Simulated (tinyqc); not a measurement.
Thermodynamics of metal silicides: hull, first phase, silicon consumed, nucleation and stability against SiO2: one step, computed by the program tinyqc. Command: `OMP_NUM_THREADS=1 python tinyqc.py 3027552 3027553 out.jsonl silphase walk`. One thread of a shared host (Intel(R) Xeon(R) Processor @ 2.30GHz), about 0.01 s of CPU time with the checks.

Entropies of formation of the solids are neglected, so heats stand for free energies. Si fractions: M2Si 0.3333, MSi 0.5000, MSi2 0.6667.

Question. Nucleation of MSi2 from MSi and Si. Where free silicon remains, MSi + Si -> MSi2 gains dH = 3 H(MSi2) - 2 H(MSi) per mole of M; per volume dG = |dH|/V(MSi2); r* = 2 gamma/dG, W* = 16 pi gamma^3/(3 dG^2). For comparison the same with MSi forming from the elements, 2 |H(MSi)|/V(MSi).

Inputs (values chosen for the exercise, of the order of those of cobalt silicides for heats and volumes only):

| quantity | value | unit |
|---|---|---|
| heat of formation of MSi | -49.3 | kJ/mol atoms |
| heat of formation of MSi2 | -35.8 | kJ/mol atoms |
| change of interface energy gamma | 0.29 | J/m^2 |
| temperature T | 800 | K |

Phases: M2Si, MSi, MSi2.

volumes of the three phases per mole of M (cm^3/mol): 9.76  13  23.6

Constants: e = 1.602176634e-19 C; k_B = 8.617333262e-05 eV/K.

Give: dH of the reaction; driving force; critical radius; barrier W*; W*/(k_B T); barrier for MSi from the elements.

Answer.

dH of the reaction = -8.8 kJ/mol M

driving force = 0.37288 kJ/cm^3

critical radius = 1.5555 nm

barrier W* = 18.344 eV

W*/(k_B T) = 266.09

barrier for MSi from the elements = 0.044337 eV

The barrier is 410 times that of MSi from the elements, since little energy is left to gain: homogeneous nucleation is out of reach, and only sites that cut the interface energy (grain boundaries, triple junctions) can start it.
